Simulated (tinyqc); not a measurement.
Inside a calculation (part 2 of 2). Method: RKS/BP86 in the sto-6g basis, for BeH2, spin multiplicity 1. Computed by tinyqc, a small Python program that keeps every step (integrals from PySCF). Command: `OMP_NUM_THREADS=1 python tinyqc.py 26045 26046 out.jsonl` (the two numbers bound the seeds that draw the settings). One thread of a shared host (Intel(R) Xeon(R) Processor @ 2.60GHz), about 0.8 s of CPU time with the checks.

Geometry (angstrom):
```
atom        x         y        z
Be    0.00000   0.00000  0.00000
H     0.00000   1.61700  0.00000
H     0.00000  -1.61700  0.00000
```

## Iteration 8 (converged): orbitals

converged F (hartree), order 1Be 1s, 1Be 2s, 1Be 2px, 1Be 2py, 1Be 2pz, 2H 1s, 3H 1s:
$$\begin{pmatrix}
-3.77738 & -1.06247 & 0.00000 & 0.00000 & 0.00000 & -0.16443 & -0.16443 \\
-1.06247 & -0.45941 & 0.00000 & 0.00000 & 0.00000 & -0.19495 & -0.19495 \\
0.00000 & 0.00000 & 0.00813 & 0.00000 & 0.00000 & 0.00000 & 0.00000 \\
0.00000 & 0.00000 & 0.00000 & -0.07081 & 0.00000 & -0.16940 & 0.16940 \\
0.00000 & 0.00000 & 0.00000 & 0.00000 & 0.00813 & 0.00000 & 0.00000 \\
-0.16443 & -0.19495 & 0.00000 & -0.16940 & 0.00000 & -0.14511 & -0.01492 \\
-0.16443 & -0.19495 & 0.00000 & 0.16940 & 0.00000 & -0.01492 & -0.14511
\end{pmatrix}$$

X, order 1Be 1s, 1Be 2s, 1Be 2px, 1Be 2py, 1Be 2pz, 2H 1s, 3H 1s:
$$\begin{pmatrix}
1.02728 & -0.14618 & 0.00000 & 0.00000 & 0.00000 & 0.01938 & 0.01938 \\
-0.14618 & 1.14681 & 0.00000 & 0.00000 & 0.00000 & -0.21484 & -0.21484 \\
0.00000 & 0.00000 & 1.00000 & 0.00000 & 0.00000 & 0.00000 & 0.00000 \\
0.00000 & 0.00000 & 0.00000 & 1.20660 & 0.00000 & -0.29965 & 0.29965 \\
0.00000 & 0.00000 & 0.00000 & 0.00000 & 1.00000 & 0.00000 & 0.00000 \\
0.01938 & -0.21484 & 0.00000 & -0.29965 & 0.00000 & 1.16230 & -0.05400 \\
0.01938 & -0.21484 & 0.00000 & 0.29965 & 0.00000 & -0.05400 & 1.16230
\end{pmatrix}$$

Diagonalise F' = X^T F X, C = X C', fill 3 alpha and 3 beta electrons from the bottom; D = 2 C_occ C_occ^T. Each column has its largest component positive (the first on a tie).

F' = X^T F X (hartree):
$$\begin{pmatrix}
-3.68803 & -0.57619 & 0.00000 & 0.00000 & 0.00000 & -0.00970 & -0.00970 \\
-0.57619 & -0.17199 & 0.00000 & 0.00000 & 0.00000 & -0.13275 & -0.13275 \\
0.00000 & 0.00000 & 0.00813 & 0.00000 & 0.00000 & 0.00000 & 0.00000 \\
0.00000 & 0.00000 & 0.00000 & 0.11852 & 0.00000 & -0.20598 & 0.20598 \\
0.00000 & 0.00000 & 0.00000 & 0.00000 & 0.00813 & 0.00000 & 0.00000 \\
-0.00970 & -0.13275 & 0.00000 & -0.20598 & 0.00000 & -0.00546 & -0.04711 \\
-0.00970 & -0.13275 & 0.00000 & 0.20598 & 0.00000 & -0.04711 & -0.00546
\end{pmatrix}$$

orbital energies (hartree): MO1 -3.78055, MO2 -0.24977, MO3 -0.21374, MO4 0.00813, MO5 0.00813, MO6 0.11772, MO7 0.37392

coefficients C, order 1Be 1s, 1Be 2s, 1Be 2px, 1Be 2py, 1Be 2pz, 2H 1s, 3H 1s:
$$\begin{pmatrix}
0.99145 & -0.21430 & 0.00000 & 0.00000 & 0.00000 & -0.22029 & 0.00000 \\
0.03363 & 0.64071 & 0.00000 & 0.00000 & 0.00000 & 1.00857 & 0.00000 \\
0.00000 & 0.00000 & 0.00000 & 0.99977 & -0.02164 & 0.00000 & 0.00000 \\
0.00000 & 0.00000 & 0.47679 & 0.00000 & 0.00000 & 0.00000 & 1.18665 \\
0.00000 & 0.00000 & 0.00000 & 0.02164 & 0.99977 & 0.00000 & 0.00000 \\
-0.00577 & 0.37494 & 0.44916 & 0.00000 & 0.00000 & -0.72117 & -0.79229 \\
-0.00577 & 0.37494 & -0.44916 & 0.00000 & 0.00000 & -0.72117 & 0.79229
\end{pmatrix}$$

D after iteration 8, order 1Be 1s, 1Be 2s, 1Be 2px, 1Be 2py, 1Be 2pz, 2H 1s, 3H 1s:
$$\begin{pmatrix}
2.05780 & -0.20792 & 0.00000 & 0.00000 & 0.00000 & -0.17214 & -0.17214 \\
-0.20792 & 0.82327 & 0.00000 & 0.00000 & 0.00000 & 0.48006 & 0.48006 \\
0.00000 & 0.00000 & 0.00000 & 0.00000 & 0.00000 & 0.00000 & 0.00000 \\
0.00000 & 0.00000 & 0.00000 & 0.45466 & 0.00000 & 0.42831 & -0.42831 \\
0.00000 & 0.00000 & 0.00000 & 0.00000 & 0.00000 & 0.00000 & 0.00000 \\
-0.17214 & 0.48006 & 0.00000 & 0.42831 & 0.00000 & 0.68471 & -0.12227 \\
-0.17214 & 0.48006 & 0.00000 & -0.42831 & 0.00000 & -0.12227 & 0.68471
\end{pmatrix}$$

Within a degenerate level the vectors are fixed only up to a rotation; this is one choice.

## Convergence

Stop when the energy changes by less than 1e-10 hartree and every element of the error matrix X^T (F D S - S D F) X is below 3e-06.

Course of the cycle:
```
iteration  E (hartree)     change  largest element of the error matrix
1          -15.0258313          -                             5.20e-01
2          -15.5582287  -5.32e-01                             2.99e-01
3          -15.6394312  -8.12e-02                             2.90e-01
4          -15.8122449  -1.73e-01                             9.29e-03
5          -15.8123688  -1.24e-04                             5.55e-04
6          -15.8123695  -7.06e-07                             4.10e-05
7          -15.8123695  -3.32e-09                             1.55e-08
8          -15.8123695    0.00000                             5.01e-11
```

PySCF RKS in the same basis, fine grid = -15.8122555 hartree

Converged in 8 iterations. The coarse grid moves the energy by -1.14e-04 hartree.

## Populations, bond orders and dipole

overlap S, order 1Be 1s, 1Be 2s, 1Be 2px, 1Be 2py, 1Be 2pz, 2H 1s, 3H 1s:
$$\begin{pmatrix}
1.00000 & 0.25476 & 0.00000 & 0.00000 & 0.00000 & 0.03886 & 0.03886 \\
0.25476 & 1.00000 & 0.00000 & 0.00000 & 0.00000 & 0.35476 & 0.35476 \\
0.00000 & 0.00000 & 1.00000 & 0.00000 & 0.00000 & 0.00000 & 0.00000 \\
0.00000 & 0.00000 & 0.00000 & 1.00000 & 0.00000 & 0.43764 & -0.43764 \\
0.00000 & 0.00000 & 0.00000 & 0.00000 & 1.00000 & 0.00000 & 0.00000 \\
0.03886 & 0.35476 & 0.00000 & 0.43764 & 0.00000 & 1.00000 & 0.01416 \\
0.03886 & 0.35476 & 0.00000 & -0.43764 & 0.00000 & 0.01416 & 1.00000
\end{pmatrix}$$

Mulliken: Z minus the diagonal of D S on the atom; Loewdin: the same with S^(1/2) D S^(1/2); Mayer order: 2 sum_s sum (D(s) S)_ij (D(s) S)_ji over the two atoms.

Charges (e):
```
atom  Mulliken   Loewdin
1Be    0.06809   0.05503
2H    -0.03404  -0.02751
3H    -0.03404  -0.02751
```

Mayer bond orders:
```
pair    order
2-1   0.98023
3-1   0.98023
3-2   0.01861
```

dipole moment about the origin, x y z (debye): [0.00000, 0.00000, 0.00000]
